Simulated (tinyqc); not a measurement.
From results back to parameters: thresholds of impact ionisation and Auger recombination from band masses. Three cases, with inputs chosen for the exercise.

Problem. For parabolic bands the thresholds of impact ionisation are Eg (1 + 2 mu)/(1 + mu) for electrons and Eg (2 + mu)/(1 + mu) for heavy holes, mu = me/mh. Both are given.

Case 1.

thresholds for electrons and holes (eV): 0.438484  0.803516

Case 2.

thresholds for electrons and holes (eV): 1.789834  2.926166

Case 3.

thresholds for electrons and holes (eV): 1.625546  2.772454

Find: Eg; mu.

Solution. The sum is 3 Eg; mu = (E_e - Eg)/(2 Eg - E_e).

Case 1.

Eg = 0.414 eV
mu = 0.0629

Case 2.

Eg = 1.572 eV
mu = 0.1609

Case 3.

Eg = 1.466 eV
mu = 0.1221

Computed by tinyqc, one run a case: `OMP_NUM_THREADS=1 python tinyqc.py N N+1 out.jsonl` with N = 1880831, 1880880, 1880884; one thread of a shared Intel(R) Xeon(R) Processor @ 2.30GHz, about 0.01 s a run at most.
